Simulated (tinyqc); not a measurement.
# Critical temperature from a phonon spectrum: McMillan, Allen-Dynes and the linearised Eliashberg equation, step by step

A worked calculation. Computed by tinyqc, a small Python program that keeps every step. Command: `OMP_NUM_THREADS=1 python tinyqc.py 3005298 3005299 out.jsonl eliashberg walk`. One thread of a shared host (Intel(R) Xeon(R) Processor @ 2.30GHz), about 0.01 s of CPU time with the checks. Intermediate numbers are printed to about 5 digits and carried at full precision; extremes and crossings named in words are read from the listed rows.

alpha^2 F(omega) = sum_i (lambda_i omega_i/2) delta(omega - omega_i), so that lambda = 2 int alpha^2 F/omega d omega = sum_i lambda_i.

Inputs (values chosen for the exercise, for a model metal):

| quantity | value | unit |
|---|---|---|
| peak energy omega_1 | 8.16 | meV |
| coupling lambda_1 | 1.14 | - |
| peak energy omega_2 | 19.9 | meV |
| coupling lambda_2 | 1.15 | - |
| Coulomb pseudopotential mu* | 0.12 | - |
| trial temperature | 21.2 | K |
| Matsubara points N in the small matrix | 4 | - |

Peaks in alpha^2 F: two.

Constants: k_B = 8.617333262e-05 eV/K.

## Moments of the spectrum

omega_log = exp(sum lambda_i ln omega_i / lambda); omega_rms = sqrt(sum lambda_i omega_i^2 / lambda).

lambda = 2.29

omega_log = 12.768 meV

omega_rms = 15.232 meV

## McMillan and Allen-Dynes

McMillan form: k_B T_c = (omega_log/1.2) exp[-1.04 (1 + lambda)/(lambda - mu* (1 + 0.62 lambda))]. Allen-Dynes multiplies it by f1 f2: f1 = [1 + (lambda/L1)^(3/2)]^(1/3), L1 = 2.46 (1 + 3.8 mu*); f2 = 1 + (omega_rms/omega_log - 1) lambda^2/(lambda^2 + L2^2), L2 = 1.82 (1 + 6.3 mu*) omega_rms/omega_log.

T_c, McMillan form = 22.307 K

f1 = 1.1476

f2 = 1.0512

T_c, Allen-Dynes = 26.908 K

The two corrections raise T_c by 20.6 %. Caution: for lambda above about 1.5 the plain McMillan form saturates and falls short.

## The small kernel at the trial temperature

Linearised Eliashberg equation at omega_n = (2n + 1) pi k_B T, n = 0..N-1: lambda(j) = sum_i lambda_i omega_i^2/(omega_i^2 + (2 pi j k_B T)^2); K_mn = lambda(m - n) + lambda(m + n + 1) - 2 mu*(N) - delta_mn [2m + 1 + lambda(0) + 2 sum_(j=1..m) lambda(j)], with 1/mu*(N) = 1/mu* + ln(omega_rms/omega_N), omega_N = (2N + 1) pi k_B T. T_c is where the largest eigenvalue rho of K is zero.

lambda(j), j = 0, 1, ...: 2.2900  1.2456  0.6213  0.3485  0.2168  0.1460  0.1044  0.0781

mu*(N) = 0.14060

K, lower triangle (symmetric):
```
        1       2       3        4
1  -0.036
2   1.586  -5.424
3   0.689   1.181  -8.869
4   0.284   0.486   1.069  -11.634
```

## Largest eigenvalue of the small kernel

K is the kernel of the linearised Eliashberg equation on the Matsubara points omega_n = (2n + 1) pi k_B T; T_c is where its largest eigenvalue rho is zero. Diagonalise K; at rho = 0 the eigenvector c is the gap function Delta_n/omega_n up to a factor; away from it Delta_n/Delta_0 = (2n + 1) c_n/c_0 is only an estimate.

largest eigenvalue rho = 0.52177

Delta_n/Delta_0: 1.0000  0.8799  0.5768  0.3167

rho > 0: in this small matrix the trial temperature lies below T_c.

## Critical temperature from the full kernel

N is the smallest integer at or above 8 omega_max/(2 pi k_B T_AD), omega_max the highest peak and T_AD the Allen-Dynes value.

N used = 11

T_c, Eliashberg = 26.944 K

k_B T_c/omega_log = 0.18185

Allen-Dynes/Eliashberg = 0.99867

McMillan/Eliashberg = 0.82789

## Scaling the whole coupling

All lambda_i are multiplied by s. The last column is the large-lambda limit for mu* = 0, k_B T_c = 0.1827 omega_rms sqrt(lambda).

T_c (K):

| s | lambda | McMillan | Allen-Dynes | Eliashberg | large-lambda limit |
|---|---|---|---|---|---|
| 0.6 | 1.374 | 14.474 | 15.885 | 15.198 | 37.855 |
| 0.8 | 1.832 | 19.045 | 21.896 | 21.487 | 43.711 |
| 1.0 | 2.290 | 22.307 | 26.908 | 26.944 | 48.870 |
| 1.3 | 2.977 | 25.704 | 33.288 | 33.976 | 55.721 |
| 1.7 | 3.893 | 28.650 | 40.513 | 41.851 | 63.719 |
| 2.3 | 5.267 | 31.354 | 49.689 | 51.771 | 74.115 |
| 3.2 | 7.328 | 33.652 | 61.154 | 63.923 | 87.422 |

McMillan/Eliashberg runs from 0.95 at lambda = 1.37 to 0.53 at 7.33: the exponential form levels off at large lambda, while the true T_c keeps rising (exponent 0.64 between the last rows, tending to 1/2). Allen-Dynes stays within about 5 % over the table. The last row reaches 73 % of the mu* = 0 limit; with mu* above zero T_c stays below that line at any lambda.

## Isotope exponent

T_c ~ M^(-a). All omega_i scale as M^(-1/2) at fixed lambda, but mu* = mu/(1 + mu ln(E_F/omega)) changes: d mu*/d ln omega = mu*^2. In the McMillan form a = (1/2) [1 - 1.04 (1 + lambda)(1 + 0.62 lambda) mu*^2/(lambda - mu* (1 + 0.62 lambda))^2].

isotope exponent a = 0.48509

The exponent is close to the BCS value 1/2.

Checks made by the program: one-point kernel at mu* = 0: rho = lambda(1) - 1 (relative difference below 1e-10); T_c against the Allen-Dynes fit (relative difference 1e-03).
